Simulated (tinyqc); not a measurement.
Photoconductance decay in a wafer: bulk and surface recombination modes, and iron detection by pair splitting: one step, computed by the program tinyqc. Command: `OMP_NUM_THREADS=1 python tinyqc.py 3110439 3110440 out.jsonl pcd walk`. One thread of a shared host (Intel(R) Xeon(R) Processor @ 2.30GHz), about 0.01 s of CPU time with the checks.

Both faces of the wafer have the same S; injection is low and all coefficients are constant. x runs from -W/2 to W/2.

Question. Effective lifetime. Even modes cos(a x) obey b tan b = S W/(2 D) with b = a W/2, odd modes sin(a x) obey -b cot b = S W/(2 D); each decays at the rate 1/tau_b + D a^2. tau_eff is the decay time of the first mode. The surface time is 1/(D a^2) of that mode; shortcuts for it are W/(2 S), W^2/(pi^2 D) and their sum, whose error is sum/surface time - 1.

Inputs (values chosen for the exercise, modelled on p-type silicon): thickness W = 150 micrometre; diffusivity D = 21.8 cm^2/s; bulk lifetime tau_b without iron = 1400 microsecond; surface recombination velocity S = 6200 cm/s.

Give: tau_eff; surface time; W/(2 S); W^2/(pi^2 D); error of the sum; tau_eff/tau_b.

Answer.

tau_eff = 2.144 microsecond

surface time = 2.148 microsecond

W/(2 S) = 1.210 microsecond

W^2/(pi^2 D) = 1.046 microsecond

error of the sum = 5.020 %

tau_eff/tau_b = 0.001532

tau_eff is only 0.0015 of tau_b, so it understates the bulk lifetime.
